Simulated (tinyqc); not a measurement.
Worked calculation: collinear exchange A + BC -> AB + C on a London-Eyring-Polanyi-Sato surface: saddle, string of images and rate. Computed by tinyqc, a small Python program that keeps every step. Command: `OMP_NUM_THREADS=1 python tinyqc.py 3112792 3112793 out.jsonl leps walk`. One thread of a shared host (Intel(R) Xeon(R) Processor @ 2.30GHz), about 0.04 s of CPU time with the checks. Intermediate numbers are printed to about 7 digits and carried at full precision; extremes and crossings named in words are read from the listed rows.

x = r(AB), y = r(BC), r(AC) = x + y. V is counted from separated atoms, the barrier from A + BC, that is V + D(BC).

Inputs (values chosen for the exercise, bond data loosely for abstraction of hydrogen from a Ge-H bond by a hydrogen atom; the barrier is not fitted):
```
quantity,value,unit
D(AB),4.78,eV
r0(AB),0.742,angstrom
beta(AB),1.94,1/angstrom
D(BC),3.63,eV
r0(BC),1.53,angstrom
beta(BC),1.45,1/angstrom
D(AC),3.65,eV
r0(AC),1.53,angstrom
beta(AC),1.45,1/angstrom
Sato parameter S,0.083,-
mass of A,1.008,u
mass of B,1.008,u
mass of C,72.6,u
temperature T,300,K
step of the string,0.015,angstrom^2/eV
```

Constants: nu for 1 eV/(angstrom^2 u) = 15.6333042 THz; h x 1 THz = 4.135667696 meV; k_B = 1.380649e-23 J/K; u = 1.6605390666e-27 kg; k_B = 8.617333262e-05 eV/K.

## One point of the surface

For each pair, with u = exp(-beta (r - r0)): Q = D [(3 + S) u^2 - (2 + 6 S) u]/(4 (1 + S)), J = D [(1 + 3 S) u^2 - (6 + 2 S) u]/(4 (1 + S)); V = Q1 + Q2 + Q3 - sqrt(((J1 - J2)^2 + (J2 - J3)^2 + (J3 - J1)^2)/2). Take x = r0(AB) + 0.3 and y = r0(BC) + 0.1 angstrom.

Pair terms:
```
pair,u,Q (eV),J (eV)
AB,0.5587797,-0.4780132,-3.371439
BC,0.8650223,0.1224001,-3.686265
AC,0.1909202,-0.3071507,-0.953522
```

V = -3.252486 eV

## Relaxing the string

String of 9 images between the fixed ends (r0(AB) + 2, r0(BC)) and (r0(AB), r0(BC) + 2), started on the two straight legs through (r0(AB) + 0.3, r0(BC) + 0.3): each iteration moves the inner images by -step x gradient (central differences) and spaces them evenly again along the broken line (coordinates are kept between 0.2 and 8 angstrom); stop when no coordinate changes by more than 1e-5 angstrom, at most 400 iterations.

Course:
```
iteration,highest inner image above A + BC (eV),largest move (angstrom)
1,0.4175161,4.802911e-02
2,0.3948894,4.149105e-02
3,0.3769607,3.254849e-02
4,0.3630022,2.349178e-02
5,0.3520475,1.588581e-02
6,0.3434040,1.077284e-02
7,0.3366171,9.470218e-03
...,...,...
45,0.3158408,2.267594e-05
46,0.3158417,1.944250e-05
47,0.3158426,1.666747e-05
48,0.3158433,1.428647e-05
49,0.3158439,1.224403e-05
50,0.3158444,1.049237e-05
51,0.3158448,8.990369e-06
```

Images at the end:
```
image,x (angstrom),y (angstrom),V + D(BC) (eV)
0,2.742000,1.530000,0.024292
1,2.294519,1.532987,0.056550
2,1.847143,1.542056,0.136721
3,1.404011,1.600838,0.315845
4,1.009798,1.812603,0.137881
5,0.777539,2.190223,-0.678967
6,0.747645,2.635044,-0.957370
7,0.743728,3.082513,-1.064160
8,0.742000,3.530000,-1.109238
```

last move = 8.990369e-06 angstrom

Converged in 51 iterations.

## Saddle by Newton steps

From the highest inner image, z -> z - H^-1 g with gradient g and Hessian H by central differences, steps capped at 0.15 angstrom, 12 steps.

The first seven points:
```
step,x,y,V + D(BC) (eV),|g| (eV/angstrom)
0,1.404011,1.600838,0.3158448,4.847460e-01
1,1.257733,1.634046,0.3708154,2.095358e-01
2,1.211623,1.662959,0.3745825,5.755563e-02
3,1.221533,1.660997,0.3748048,1.310118e-03
4,1.221768,1.660956,0.3748049,7.131542e-07
5,1.221768,1.660956,0.3748049,0
6,1.221768,1.660956,0.3748049,0
```

saddle (x, y) (angstrom): [1.221768, 1.660956]

barrier = 0.3748049 eV

Hessian (eV/angstrom^2):
```
,x,y
x,-2.266972,5.677193
y,5.677193,6.567740
```

The highest image lies 59.0 meV below the saddle. Stretches at the saddle: AB 0.480, BC 0.131 angstrom, for a reaction energy D(BC) - D(AB) = -1.15 eV: an early barrier for an exothermic step.

## Frequencies at the saddle

Wilson matrix G = [[1/m_A + 1/m_B, -1/m_B], [-1/m_B, 1/m_B + 1/m_C]]; eigenvalues lambda of G H give nu = 15.6333042 THz x sqrt(|lambda|), the negative one being imaginary. Reactant: nu_BC from k = 2 D beta^2 and 1/m_B + 1/m_C. Skew angle: cos = sqrt(m_A m_C/((m_A + m_B)(m_B + m_C))).

imaginary frequency = 56.06639 THz

real frequency at the saddle = 30.09442 THz

nu_BC = 61.25634 THz

skew angle = 45.39232 degrees

## Transition-state rate

One-dimensional rate constant without tunnelling, k = sqrt(k_B T/(2 pi mu)) [sinh(h nu_BC/(2 k_B T))/sinh(h nu_s/(2 k_B T))] exp(-barrier/(k_B T)) with mu = m_A (m_B + m_C)/(m_A + m_B + m_C); Wigner factor 1 + (h nu_i/(k_B T))^2/24; adiabatic barrier = barrier + h (nu_s - nu_BC)/2.

adiabatic barrier = 0.3103672 eV

rate constant k = 0.3892102 cm/s

Wigner factor = 4.351945

Caution: the Wigner factor exceeds 2 at T: tunnelling, left out of k, is large and needs a better treatment than this factor.

## Rate against temperature

The formulas are those given above.

Rates; the last column is k_B T^2 d ln k/dT:
```
T (K),k (cm/s),Wigner factor,activation energy (eV)
300,3.892102e-01,4.351945,0.3242980
400,9.209732e+00,2.885469,0.3308972
550,1.314652e+02,1.997273,0.3425601
750,9.412904e+02,1.536311,0.3587913
1000,3.900601e+03,1.301675,0.3777380
1400,1.420694e+04,1.153916,0.4042596
2000,4.034457e+04,1.075419,0.4384349
```

The activation energy goes from 0.324 eV at 300 K, near the adiabatic barrier plus k_B T/2 (0.323), to 0.438 eV at 2000 K; the classical limit is the barrier plus k_B T/2 (0.461).

Checks made by the program: V for A far away against -D(BC) (relative difference below 1e-10).
